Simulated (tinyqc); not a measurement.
Width of the well: strained quantum well: band edges, subbands and transparency.

Growth on (001), barriers unstrained: tr(e) = e (2 - nu2), Z = b e (1 + nu2); Ec = Ev + Eg + ac tr(e), E_HH = Ev + av tr(e) + Z, E_LH = Ev + av tr(e) - Z (coupling to the split-off band left out).

Masses along z: me, 1/(g1 - 2 g2) for HH, 1/(g1 + 2 g2) for LH, likewise in the barrier; in the plane me, 1/(g1 + g2) for HH and 1/(g1 - g2) for LH (no mixing, which understates the hole masses away from k = 0). Level n solves k L + 2 atan[(k/m)/(kappa/mb)] = n pi, k = sqrt(m E/c), kappa = sqrt(mb (V - E)/c), c = hbar^2/2m0.

Transparency (Bernard-Duraffourg): Fc - Fv equals the lowest transition energy with n = p, n = sum m/(2 pi c) kB T ln(1 + exp((Fc - E)/kB T)) and p likewise over the listed subbands; c = hbar^2/2m0, 1/angstrom^2 = 1e16/cm^2.

Constants: hbar^2/2m0 = 3.80998211 eV angstrom^2; kB = 8.617333262e-05 eV/K; hc = 1239.841984 eV nm.

Parameters, chosen for this exercise (near those of an InGaAs/InP well; not measured data):
```
symbol  value                      unit      meaning
e       -0.0003                              strain in the plane
nu2     0.998                                2 C12/C11
Eg      0.713                      eV        unstrained gap of the well
Ev      -0.592                     eV        its valence edge
ac      -6.04                      eV
av      1.07                       eV        Ev moves by av tr(e)
b       -1.89                      eV        shear potential
Egb     1.35                       eV        gap of the barrier
Evb     -0.94                      eV        its valence edge
me      0.0426                     m0        electron mass
g1      14.01                                gamma1
g2      5.54                                 gamma2
meb     0.08                       m0
g1b     5.08
g2b     1.6
T       250                        K         temperature
Ls      (30, 40, 55, 70, 90, 120)  angstrom  widths
```

All levels anew.

Results:
```
L (angstrom)  wavelength (nm)  top hole  hh1 - lh1 (meV)  n_tr (1e12/cm^2)  share in top  n_tr/L (1e18/cm^3)
30                       1348       hh1               93             0.297          0.96                0.99
40                       1428       hh1               78             0.303          0.92                0.76
55                       1509       hh1               61             0.322          0.81                0.58
70                       1562       hh1               48             0.347          0.69                0.50
90                       1608       hh1               37             0.384          0.55                0.43
120                      1650       hh1               27             0.437          0.42                0.36
```

The wavelength tunes by 302 nm. The sheet density at transparency changes from 0.30 to 0.44, the top hole subband holding 0.96 and 0.42 of the holes at the ends, while the volume density falls by a factor 2.7. Critical thickness and carrier escape are left out.

Run: tinyqc, `OMP_NUM_THREADS=1 python tinyqc.py 1252403 1252404 out.jsonl`; Intel(R) Xeon(R) Processor @ 2.30GHz, one thread, shared host; about 0.03 s of CPU time with all checks.
